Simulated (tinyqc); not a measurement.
What each parameter does: Gamma, L and X subbands of a thin body with non-parabolic valleys.

Hard walls, flat band, c = hbar^2/2m0, energies from the bulk Gamma edge. For a valley at angle theta to the normal 1/m_z = cos^2/ml + sin^2/mt and m_d = sqrt(ml mt^2/m_z). Subband n starts at E_v + e with e (1 + a e) = c (n pi/t)^2/m_z, and its density-of-states mass is taken as m_d (1 + 2 a e), without further growth at higher in-plane energy. Groups are named by valley and degeneracy.

n_i = g m/(2 pi c) kB T ln(1 + exp((EF - E_i)/kB T)), sum n_i = Ns (1e12/cm^2 = 1e-4/angstrom^2), c = hbar^2/2m0. Quantum capacitance Cq = 1602.176634 sum g m/(2 pi c) f_i in microfarad/cm^2 with f_i = 1/(1 + exp((E_i - EF)/kB T)); Cox = 34.5313/eot (one gate); C/Cox = Cq/(Cq + Cox), the centroid term left out.

Constants: hbar^2/2m0 = 3.80998211 eV angstrom^2; kB = 8.617333262e-05 eV/K.

Values chosen for the exercise (near those of a thin GaAs channel; shifted at random, so the results belong to these values and not to a real crystal): face = 110 (surface); mG = 0.0671 m0 (Gamma mass); aG = 0.58 1/eV (Gamma non-parabolicity); EL = 0.336 eV (L edge above Gamma); mL = (1.904, 0.072) m0 (L valleys (four, along <111>): ml, mt); EX = 0.46 eV (X edge above Gamma); mX = (1.328, 0.236) m0 (X valleys (three, along <100>): ml, mt); aS = 0.66 1/eV (non-parabolicity of L and X); Ns = 3.2 x 1e12/cm^2 (sheet density); T = 300 K (temperature); eot = 7 angstrom (equivalent oxide thickness); t = 24 angstrom (body thickness).

n = 1 to 8 of all groups.

One parameter was then changed.

Results before and after:
```
case     lowest edge (eV)  EF (eV)  Gamma share (%)  C/Cox
base                0.608    0.567              0.3  0.787
changed             0.608    0.579              0.3  0.841
```

Which of these changes was made? (a) mG = 0.0772 m0; (b) eot = 5 angstrom; (c) Ns = 4.8 x 1e12/cm^2; (d) aG = 0.41 1/eV; (e) EL = 0.386 eV; (f) T = 250 K; (g) t = 32 angstrom.

Answer: (c) Ns = 4.8 x 1e12/cm^2. Of the candidates, run in turn, only this one gives the changed row.

All candidates:
```
case                  lowest edge (eV)  EF (eV)  Gamma share (%)  C/Cox
base                             0.608    0.567              0.3  0.787
t = 32 angstrom                  0.437    0.464             46.4  0.750
mG = 0.0772 m0                   0.608    0.566              4.9  0.788
aG = 0.41 1/eV                   0.608    0.567              0.0  0.787
EL = 0.386 eV                    0.608    0.577              0.4  0.782
Ns = 4.8 x 1e12/cm^2             0.608    0.579              0.3  0.841
eot = 5 angstrom                 0.608    0.567              0.3  0.725
T = 250 K                        0.608    0.579              0.2  0.813
```

Computed by tinyqc, a small Python program: `OMP_NUM_THREADS=1 python tinyqc.py 1281707 1281708 out.jsonl` (the numbers bound the seed that draws the inputs); one thread of a shared host (Intel(R) Xeon(R) Processor @ 2.30GHz), about 0.05 s for the whole set of steps.
